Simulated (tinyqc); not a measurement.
CMOS latch-up, two-transistor model: course of the iteration: response to the injected current, once round the loop per iteration.

A parasitic pnp (emitter at Vdd, base shunted by Rw) and npn (emitter at ground, base shunted by Rs) feed each other: the npn collector current flows out of the pnp base node, the pnp collector current into the npn base node. Forward-active transistors with constant gains: Icn = Isn exp(Vn/Vt), Icp = Isp (exp(Vp/Vt) - 1). A current Ii is injected into the npn base node.

Icn = Isn exp(Vn/Vt); Vp solves Vp/Rw + Icp/bp = Icn; Vn(new) solves Vn/Rs + (Isn/bn) exp(Vn/Vt) = Icp + Ii.

Stop when Vn changes by less than 1e-9 V, or after 150 iterations. Vn must stay below 1.1 V.

Values chosen for this exercise; values close to those of bulk CMOS:

| symbol | value | unit | meaning |
|---|---|---|---|
| T | 300 | K | temperature |
| bn | 10.5 |  | current gain of the npn |
| bp | 4.1 |  | current gain of the pnp |
| Isn | 8.8e-16 | A | saturation current of the npn at T |
| Isp | 6.1e-15 | A | saturation current of the pnp at T |
| Rs | 1700 | ohm | substrate resistance shunting the npn |
| Rw | 240 | ohm | well resistance shunting the pnp |
| Ii | 0.671 | mA | current injected into the substrate |

Constants: q = 1.602176634e-19 C, kB = 1.380649e-23 J/K, Vt = kB T/q. Results are converted to the units shown.

Vn at the start = 0.59 V

Course of the iteration:
```
iteration    Vn (V)  |change| (V)
1          0.740985         0.151
2          0.745637       4.65e-3
3          0.778930        0.0333
4          0.867322        0.0884
5          0.964306        0.0970
6           1.06156        0.0973
7           1.15883        0.0973
```

Did this iteration meet its convergence test, and what does its course show?

No. Stopped after 7 iteration(s) without a result. Vn climbs without settling and passes 1.1 V: Ii = 0.671 mA exceeds the trigger current of 0.6427 mA, so no off state exists and the structure latches. A rerun with Ii = 0.58 mA converges in 4 iterations.

tinyqc, about 0.06 s, one thread, Intel Xeon 2.30GHz (shared host): `OMP_NUM_THREADS=1 python tinyqc.py 2670034 2670035 out.jsonl`
